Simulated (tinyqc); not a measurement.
Closable height against the size of the gap: wafer bonding and layer transfer: bond energy, gap closing, particles, bonding of dissimilar wafers and hydrogen blisters. Computed by tinyqc, a small Python program. Command: `OMP_NUM_THREADS=1 python tinyqc.py 3015964 3015965 out.jsonl bond walk`. One thread of a shared host (Intel(R) Xeon(R) Processor @ 2.30GHz), about 0.01 s of CPU time with the checks.

gamma is the energy per area of each of the two surfaces; plates are isotropic, and both wafers have E1 and t1.

Inputs (values chosen for the exercise, with wafer 1 close to silicon):
```
quantity             value        unit
Young's modulus E1     141         GPa
Poisson ratio nu      0.25           -
thickness t1           625  micrometre
blade thickness t_b     50  micrometre
crack length L        12.2          mm
```

Pair: two equal wafers.

Method. Two cantilevers opened by t_b: gamma = 3 t_b^2 E1 t1^3 E2 t2^3/(16 L^4 (E1 t1^3 + E2 t2^3)). E' = E1/(1 - nu^2), equal wafers of thickness t1 assumed. A gap of radius R closes if h_g < h_c: h_c = R^2/sqrt((2/3) E' t1^3/gamma) for R > 2 t1 (plate bending), h_c = 3.6 sqrt(R gamma/E') for R < 2 t1 (local deformation).

bond energy gamma = 0.364193 J/m^2

Gap closing:
```
R (mm)    regime    h_c (nm)  slope h_c/R
1.00e-04   local  1.7715e+00     0.017715
1.00e-03   local  5.6020e+00     0.005602
1.00e-02   local  1.7715e+01     0.001772
1.00e-01   local  5.6020e+01     0.000560
5.00e-01   local  1.2526e+02     0.000251
2.00e+00   plate  4.8790e+02     0.000244
5.00e+00   plate  3.0493e+03     0.000610
2.00e+01   plate  4.8790e+04     0.002439
5.00e+01   plate  3.0493e+05     0.006099
```

What does the comparison show, and why?

Roughness of 100 nm scale may be 1.8 nm in half height, waviness of radius 5 cm as much as 300 micrometre: h_c goes as R^(1/2) when the wafer deforms locally and as R^2 when it bends. The allowed slope is least near R = 2 t1, so defects about 4 t1 wide are the hardest to close; bow matters little.

Extremes, crossings and ranges named in words are read from the listed rows.
